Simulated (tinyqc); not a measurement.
What moves the results: alloy A(1-x)B(x) by interpolation with bowing. A value that a table varies takes the place of the one given here.

Each gap follows E(x) = (1 - x) E_A + x E_B - C x (1 - x); the lattice constant follows Vegard, a(x) = (1 - x) a_A + x a_B.

Mass at Gamma from the Kane formula 1/m = F + Ep (Eg + 2 Dso/3)/(Eg (Eg + Dso)). F is fixed by the masses of A and B and interpolated linearly, as is Ep; Eg and Dso carry their bowing.

Constants: hc = 1239.841984 eV nm.

Inputs chosen for the exercise (A near GaAs, B near InAs; the results hold for these values, not for the real material):
- a = (5.646, 6.051) angstrom (lattice constant of A, B)
- Eg = (1.52, 0.419) eV (gap at Gamma to the s-like level of A, B)
- EgX = (1.973, 1.444) eV (gap to the lowest valley along Gamma-X of A, B)
- EgL = (1.839, 1.126) eV (gap to L of A, B)
- C = (0.406, 1.256, 0.329) eV (bowing of the Gamma, X and L gaps)
- Dso = (0.338, 0.392) eV (spin-orbit splitting of A, B)
- Ep = (25.7, 21.4) eV (Kane energy of A, B)
- me = (0.0672, 0.0257) m0 (electron mass at Gamma of A, B)
- Cs = 0.14 eV (bowing of Dso)
- x = 0.77 (fraction of B)

## Gaps across the alloy

Eleven compositions.

Gaps (eV):

| x | a (angstrom) | Gamma | X | L | lowest | wavelength (nm) |
|---|---|---|---|---|---|---|
| 0.0 | 5.6460 | 1.520 | 1.973 | 1.839 | Gamma | 816 |
| 0.1 | 5.6865 | 1.373 | 1.807 | 1.738 | Gamma | 903 |
| 0.2 | 5.7270 | 1.235 | 1.666 | 1.644 | Gamma | 1004 |
| 0.3 | 5.7675 | 1.104 | 1.551 | 1.556 | Gamma | 1123 |
| 0.4 | 5.8080 | 0.982 | 1.460 | 1.475 | Gamma | 1262 |
| 0.5 | 5.8485 | 0.868 | 1.395 | 1.400 | Gamma | 1428 |
| 0.6 | 5.8890 | 0.762 | 1.354 | 1.332 | Gamma | 1627 |
| 0.7 | 5.9295 | 0.664 | 1.339 | 1.271 | Gamma | 1867 |
| 0.8 | 5.9700 | 0.574 | 1.349 | 1.216 | Gamma | 2159 |
| 0.9 | 6.0105 | 0.493 | 1.384 | 1.168 | Gamma | 2517 |
| 1.0 | 6.0510 | 0.419 | 1.444 | 1.126 | Gamma | 2959 |

What does this show, and why?

The lowest valley is Gamma at every x. The Gamma gap is monotonic, since its bowing (0.406 eV) is smaller than the difference of the end gaps (1.101 eV); at x = 0.5 bowing lowers it by C/4 = 0.102 eV.

## Three ways to interpolate a mass

Linear in m, linear in 1/m, and the Kane formula.

Masses (m0):

| x | Eg (eV) | linear in m | linear in 1/m | Kane | Kane m/Eg (1/eV) |
|---|---|---|---|---|---|
| 0.000 | 1.520 | 0.0672 | 0.0672 | 0.0672 | 0.0442 |
| 0.125 | 1.338 | 0.0620 | 0.0559 | 0.0617 | 0.0461 |
| 0.250 | 1.169 | 0.0568 | 0.0479 | 0.0562 | 0.0481 |
| 0.375 | 1.012 | 0.0516 | 0.0419 | 0.0506 | 0.0500 |
| 0.500 | 0.868 | 0.0464 | 0.0372 | 0.0451 | 0.0520 |
| 0.625 | 0.737 | 0.0413 | 0.0334 | 0.0398 | 0.0540 |
| 0.750 | 0.618 | 0.0361 | 0.0304 | 0.0348 | 0.0563 |
| 0.875 | 0.512 | 0.0309 | 0.0278 | 0.0301 | 0.0587 |
| 1.000 | 0.419 | 0.0257 | 0.0257 | 0.0257 | 0.0613 |

What can be read from the table?

At x = 0.5 the three give 0.0464, 0.0372 and 0.0451; judged by the largest distance, the Kane value is closer to the interpolation in m (largest distances 0.0015 m0 from the rule in m, 0.0087 m0 from the rule in 1/m). The ratio m/Eg varies by a factor of 1.39 while the gap varies by 3.63; a constant ratio is the two-band rule m = Eg/Ep at fixed Ep.

## What each parameter does

Gaps at x and the Kane mass. Each row changes one parameter from the base and keeps the others.

Results:

| case | Gamma (eV) | X (eV) | L (eV) | mass (m0) |
|---|---|---|---|---|
| base | 0.6003 | 1.3432 | 1.2317 | 0.0340 |
| x = 0.73 | 0.6362 | 1.3393 | 1.2537 | 0.0356 |
| C = (0.506, 1.356, 0.429) eV | 0.5826 | 1.3255 | 1.2140 | 0.0330 |
| Eg = (1.596, 0.419) eV | 0.6178 | 1.3432 | 1.2317 | 0.0348 |
| EgX = (1.973, 1.372) eV | 0.6003 | 1.2878 | 1.2317 | 0.0340 |
| EgL = (1.747, 1.126) eV | 0.6003 | 1.3432 | 1.2106 | 0.0340 |
| Ep = (28.3, 23.5) eV | 0.6003 | 1.3432 | 1.2317 | 0.0344 |
| Cs = 0.19 eV | 0.6003 | 1.3432 | 1.2317 | 0.0339 |

What can be read from the table?

The largest shifts from the base row, up to three for each result and ties (the steps differ in size, so this ranks the rows, not the parameters). Gamma (eV): x +0.0359, C -0.0177, Eg +0.0175; unchanged at the printed digits by EgX, EgL, Ep and Cs. X (eV): EgX -0.0554, C -0.0177, x -0.0040; unchanged at the printed digits by Eg, EgL, Ep and Cs. L (eV): x +0.0219, EgL -0.0212, C -0.0177; unchanged at the printed digits by Eg, EgX, Ep and Cs. mass (m0): x +0.0016, C -0.0010, Eg +0.0008; unchanged at the printed digits by EgX and EgL.

Run: tinyqc, `OMP_NUM_THREADS=1 python tinyqc.py 1080956 1080957 out.jsonl`; Intel(R) Xeon(R) Processor @ 2.30GHz, one thread, shared host; about 0.01 s of CPU time with all checks.
